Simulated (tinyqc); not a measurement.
Worked calculation: donor level screened by free carriers (Yukawa potential). Values are carried at full precision from step to step, so a last printed digit may differ when a step is redone from the rounded ones.

Screening wave number: Debye ks^2 = 4 pi q n/(eps kB T); Thomas-Fermi ks^2 = 6 pi q n/(eps EF) with EF = c (3 pi^2 n/gv)^(2/3)/m, c = hbar^2/2m0; the two are joined by 1/ks^2 = sqrt(1/ks_D^4 + 1/ks_TF^4). 1e18/cm^3 = 1e-6/angstrom^3, q = e^2/(4 pi eps0).

Constants: e^2/(4 pi eps0) = 14.39964547 eV angstrom; kB = 8.617333262e-05 eV/K; hbar^2/2m0 = 3.80998211 eV angstrom^2; Ry = 13.60569312 eV; a0 (Bohr radius) = 0.5291772105 angstrom.

Values chosen for the exercise (near those of a donor in InP, with one mean mass; shifted at random, so the results belong to these values and not to a real crystal): m = 0.083 m0 (mass); eps = 12.6 (dielectric constant); gv = 1 (valleys); T = 77 K (temperature); n = 0.027 x 1e18/cm^3 (free-carrier density).

## Units and screening length

Give Ry* = Ry m/eps^2, a* = a0 eps/m, EF, the three values of ks, and x = ks a*.

Ry* = 7.113 meV
a* = 80.33 angstrom
EF = 3.95 meV

ks: Debye, Thomas-Fermi, joined (1/angstrom): 0.00764  0.01213  0.00737

x = 0.5920

EF/kB T = 0.60, so the Debye value, the smaller one, controls the screening.

## One-parameter trial function

Potential -(q/(eps r)) exp(-ks r), q = e^2/(4 pi eps0). In units Ry* = Ry m/eps^2 and a* = a0 eps/m the problem is [-Laplacian - 2 exp(-x r)/r] psi = E psi with x = ks a*.

For exp(-z r): E(z) = z^2 - 8 z^3/(2z + x)^2 in Ry*. Scan z = 0.5, 0.6, ..., 1.1, then minimise; first order gives -1 + 2x.

Scan (Ry*):
```
z,kinetic,potential,E
0.5,0.2500,-0.3946,-0.1446
0.6,0.3600,-0.5381,-0.1781
0.7,0.4900,-0.6915,-0.2015
0.8,0.6400,-0.8525,-0.2125
0.9,0.8100,-1.0193,-0.2093
1.0,1.0000,-1.1907,-0.1907
1.1,1.2100,-1.3659,-0.1559
```

best z = 0.829
E = -0.2131 Ry*
binding = 1.52 meV

First order in x would give 0.184 Ry*, a rigid shift by q ks/eps; it overstates the loss of binding by 0.397 Ry*.

## Converged levels

Converged values use 18 functions exp(-z r), z = 1.55^i, i = -11 to 6: S = 2/A^3, H = z_i z_j S - 2/(A + x)^2, A = z_i + z_j.

The 1s and 2s levels and the mean radius.

1s = -0.2184 Ry*
binding = 1.55 meV
<r> = 156.8 angstrom
second root = 0.0000 Ry*

The trial function misses by 0.0053 Ry*. Screening leaves 22 % of the bare binding, 0.23 kB T. 2s is no longer bound (it unbinds at x = 0.310).

## Checks

- 1s at x = 0.5 against the known -0.29623 Ry*: both -0.29623.
- 1s at x = 0 against -1: both -1.00000.

tinyqc: `OMP_NUM_THREADS=1 python tinyqc.py 1280848 1280849 out.jsonl`; about 0.01 s, one thread, shared Intel(R) Xeon(R) Processor @ 2.30GHz.
